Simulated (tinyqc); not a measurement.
A particle near a wafer in liquid: double-layer and van der Waals forces (DLVO), deposition barrier and removal. Changing the salt concentration c. Computed by tinyqc, a small Python program. Command: `OMP_NUM_THREADS=1 python tinyqc.py 3110635 3110636 out.jsonl dlvo sweep`. One thread of a shared host (Intel(R) Xeon(R) Processor @ 2.30GHz), about 0.01 s of CPU time with the checks.

Sphere and flat wall, Derjaguin approximation, constant potentials in the linear-superposition form, no retardation and no hydration force.

Inputs (values chosen for the exercise, of the order of those for alumina on silica in water):
```
quantity                             value  unit
particle radius R                      480    nm
Hamaker constant A                 1.1e-20     J
potential of the particle psi_1        -25    mV
potential of the wafer psi_2           -63    mV
valence z of the symmetric salt          1     -
temperature T                          293     K
dielectric constant of the liquid     80.2     -
```

Constants: e = 1.602176634e-19 C; N_A = 6.02214076e+23 1/mol; eps_0 = 8.8541878128e-12 F/m; k_B = 1.380649e-23 J/K; k_B = 8.617333262e-05 eV/K.

Method:
- kappa^2 = 2 z^2 e^2 N_A (1000 c)/(eps eps_0 k_B T); gamma_i = tanh(z e psi_i/(4 k_B T)); Z = 64 pi eps eps_0 (k_B T/(z e))^2 gamma_1 gamma_2.
- U(h) = Z R exp(-kappa h) - A R/(6 h); F(h) = -dU/dh = kappa Z R exp(-kappa h) - A R/(6 h^2), positive for repulsion.
- F = 0 reads x^2 exp(-x) = y with x = kappa h and y = A kappa/(6 Z); the left side peaks at x = 2 with 4/e^2 = 0.5413, so roots exist for smaller y: x < 2 is the barrier, x > 2 the secondary minimum.

One run for each value; columns: (1) salt concentration c (mol/L); (2) barrier height (k_B T); (3) energy at the secondary minimum (k_B T); (4) Debye length (nm); (5) position of the barrier (nm):
```
(1)          (2)          (3)         (4)     (5)
1.00e-05  1337.6  -1.8177e-01  9.6391e+01  3.8788
3.00e-05  1302.3  -3.3265e-01  5.5651e+01  2.9666
1.00e-04  1251.0  -6.4808e-01  3.0481e+01  2.2170
3.00e-04  1189.4  -1.1970e+00  1.7598e+01  1.7050
1.00e-03  1100.5  -2.3605e+00  9.6391e+00  1.2850
3.00e-03   994.7  -4.4195e+00  5.5651e+00  0.9992
1.00e-02   844.5  -8.8814e+00  3.0481e+00  0.7666
3.00e-02   669.3  -1.7011e+01  1.7598e+00  0.6111
1.00e-01   428.8  -3.5408e+01  9.6391e-01  0.4902
1.00e+00  -151.8  -1.6681e+02  3.0481e-01  0.4399
```

Give the missing row, salt concentration c (mol/L) = 3.00e-01.

Computed row; columns: (1) salt concentration c (mol/L); (2) barrier height (k_B T); (3) energy at the secondary minimum (k_B T); (4) Debye length (nm); (5) position of the barrier (nm):
```
(1)         (2)          (3)         (4)     (5)
3.00e-01  164.2  -7.1319e+01  5.5651e-01  0.4220
```

Interpolating between the two neighbouring rows (the first column on a logarithmic scale, the others too where they are positive) misses most in energy at the secondary minimum (k_B T), by 38 %. Over the rows, barrier height (k_B T) falls from 1340 to -152; energy at the secondary minimum (k_B T) falls from -0.182 to -167 (exponent d ln y / d ln x 0.55 between the first rows and 0.71 between the last); Debye length (nm) falls from 96.4 to 0.305 (exponent d ln y / d ln x about -0.50 throughout).

Extremes, crossings and ranges named in words are read from the listed rows.
